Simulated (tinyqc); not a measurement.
One level coupled to a phonon between two leads, self-consistent Born approximation: one step of the calculation.

Wide-band leads with mu_L = +V/2 and mu_R = -V/2; phonons in equilibrium, Nq = 1/(exp(w0/kB T) - 1). Scattering links only energies that differ by w0, so a ladder E_k = E1 + k w0 closes on itself; terms that reach past its ends are dropped. Gn and Gp are the electron and hole parts of the spectral function A = Gn + Gp.

Task. Currents on the rungs. Spectral currents into the level: iL = GL [fL Gp - (1 - fL) Gn], iR = GR [fR Gp - (1 - fR) Gn].

Inputs (values chosen for the exercise): coupling to the left lead GL = 25 meV; coupling to the right lead GR = 27 meV.

| rung | converged Gn (1/meV) | converged Gp (1/meV) | fL | fR |
|---|---|---|---|---|
| 0 | 0.042242090 | 0.0024793812 | 0.99999999 | 0.89186288 |
| 1 | 0.029750495 | 0.029722139 | 0.99999765 | 0.035040669 |
| 2 | 0.0078397664 | 0.0086736141 | 0.99946644 | 1.5985787e-4 |
| 3 | 0.0027605989 | 0.0037032342 | 0.89186288 | 7.0395226e-7 |
| 4 | 5.6309902e-5 | 0.0032908621 | 0.035040669 | 3.0994425e-9 |
| 5 | 1.5608829e-7 | 0.0020308570 | 1.5985787e-4 | 1.3646575e-11 |

Wanted: iL; iR; iL + iR; sum of iL.

Result.

| rung | iL | iR | iL + iR (1e-3) |
|---|---|---|---|
| 0 | 0.0620 | -0.0636 | -1.646 |
| 1 | 0.7430 | -0.7470 | -3.946 |
| 2 | 0.2166 | -0.2116 | 5.018 |
| 3 | 0.0751 | -0.0745 | 0.570 |
| 4 | 0.0015 | -0.0015 | 0.004 |
| 5 | 0.0000 | 0.0000 | 0.000 |

sum of iL = 1.098

On a single rung iL + iR need not vanish (largest 0.0050), since phonons move electrons between rungs; summed over the ladder it does.

Range of the model: The self-consistent Born approximation keeps only non-crossing phonon lines and no Hartree shift; it is rough once the coupling nears the phonon energy.

tinyqc, about 0.06 s, one thread, Intel Xeon 2.30GHz (shared host): `OMP_NUM_THREADS=1 python tinyqc.py 2720047 2720048 out.jsonl`
